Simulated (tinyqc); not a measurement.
Dopants and charged point defects at anneal temperature: Fermi-level effect, clustering and pairing: one step, computed by the program tinyqc.

Boltzmann statistics and full ionisation of active dopants. Energies are counted from the valence band; the defect (a vacancy or self-interstitial) has five charge states, with all degeneracy factors one.

Task: Pairing in storage. An oppositely charged mobile impurity (density M) pairs with the dopant: pairs/free = Z (N_2/N_s) exp(E_b/k_B T_2) for M << N_2; capture radius R = e^2/(4 pi eps eps_0 k_B T_2); D_m = D_0 exp(-E_m/k_B T_2); association rate 4 pi R D_m N_2; dissociation rate = association rate/(pairs/free); tau = 1/(sum of both). Trapping slows long-range motion to D_m/(1 + pairs/free).

Inputs (values chosen for the exercise, with bands modelled on silicon):
```
quantity                                        value    unit
site density N_s                              2.5e+22   cm^-3
pair binding energy E_b                          0.69      eV
pair configurations Z                               4       -
storage temperature T_2                           300       K
impurity diffusion prefactor D_0              0.00044  cm^2/s
impurity migration energy E_m                    0.89      eV
dielectric constant eps                          11.8       -
active dopant density in the stored part N_2  3.5e+16   cm^-3
```

Dopant: donor. Second part: pairing with a mobile impurity.

Constants: k_B = 8.617333262e-05 eV/K; e^2/(4 pi eps_0) = 14.39964548 eV angstrom.

Give: pairs/free; paired share; capture radius R; D_m; pairing time constant; effective diffusivity of the impurity.

Result:

pairs/free = 2.186e+06

paired share = 1.0000

capture radius R = 47.20 angstrom

D_m = 4.922e-19 cm^2/s

pairing time constant = 9.787e+06 s

effective diffusivity of the impurity = 2.251e-25 cm^2/s
